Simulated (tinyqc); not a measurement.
Worked calculation: quasiparticle equation with a plasmon-pole self-energy for two band edges. Values are carried at full precision from step to step, so a last printed digit may differ when a step is redone from the rounded ones.

For each edge E = e + X + Sc(E), with the correlation part Sc(E) = A[0]/(E - a + w) + A[1]/(E - b - w); a and b are the valence and conduction energies that enter the Green function (a = ev, b = ec in the one-shot scheme). Z = 1/(1 - dSc/dE), dSc/dE = -A[0]/(E - a + w)^2 - A[1]/(E - b - w)^2.

Parameters, chosen for this exercise (scales of the order of those of HfO2; shifted at random, so the results belong to these values and not to a real crystal): ev = 0 eV (mean-field valence top); ec = 3.96 eV (mean-field conduction edge); w = 14.7 eV (pole energy); Av = (47.8, 21.3) eV^2 (weights of the valence state on the hole and electron poles); Ac = (22.6, 48.4) eV^2 (the same for the conduction state); Xv = -3.88 eV (exchange minus the mean-field potential, valence); Xc = 2.91 eV (the same, conduction).

## Linearised one-shot correction

Evaluate Sc and its slope at the mean-field energy; E = e + Z (X + Sc).

Terms:

| edge | Sc (eV) | dSc/dE | Z | X + Sc (eV) | E (eV) |
|---|---|---|---|---|---|
| valence | 2.1102 | -0.2824 | 0.7798 | -1.7698 | -1.3801 |
| conduction | -2.0814 | -0.2889 | 0.7759 | 0.8286 | 4.6029 |

gap = 5.9830 eV
gap with Z = 1 = 6.5584 eV

The gap opens by 2.023 eV, 68 % of it by lowering the valence top. Setting Z = 1 would overshoot by 0.575 eV. X and Sc have opposite signs and are each larger than the sum they leave, so both must be converged well.

## Solving the equation for the conduction edge

Newton steps on f(E) = E - ec - Xc - Sc(E) from E = ec; the first step is the linearised result.

Iterates:

| step | E (eV) | Sc (eV) | f (eV) |
|---|---|---|---|
| 0 | 3.96000 | -2.08137 | -0.828630 |
| 1 | 4.60290 | -2.27229 | 0.005196 |
| 2 | 4.59892 | -2.27108 | 0.000000 |
| 3 | 4.59892 | -2.27108 | 0.000000 |

The linearisation errs by +4.0 meV, as the shift is only 0.043 of the pole energy.

## All solutions for the valence state

Multiplying out gives a cubic; give its three roots and their weights Z.

roots (eV): -18.183  -1.361  19.623

weights: 0.2018  0.7566  0.0417

The weights add up to 1. The satellite below lies 16.82 eV from the main peak, 14 % more than w: this scheme places plasmon satellites too far out, and gives one where a cumulant form gives a series.

## Updating the energies in the Green function

Solve both equations exactly, put the results in place of a and b, and repeat five times; w is kept.

Cycles (eV):

| cycle | Ev | Ec | gap |
|---|---|---|---|
| 1 | -1.3606 | 4.5989 | 5.9595 |
| 2 | -1.5950 | 4.6557 | 6.2507 |
| 3 | -1.6343 | 4.6561 | 6.2904 |
| 4 | -1.6412 | 4.6546 | 6.2958 |
| 5 | -1.6425 | 4.6540 | 6.2965 |

The update moves the gap by +337 meV from the one-shot value; each cycle shrinks the change to about 0.14 of the one before.

## Checks

- Sum of the weights of the three roots: both 1.000000.
- Newton result against the root by bisection (eV): both 4.59892.

Run: tinyqc, `OMP_NUM_THREADS=1 python tinyqc.py 1880459 1880460 out.jsonl`; Intel(R) Xeon(R) Processor @ 2.30GHz, one thread, shared host; about 0.02 s of CPU time with all checks.
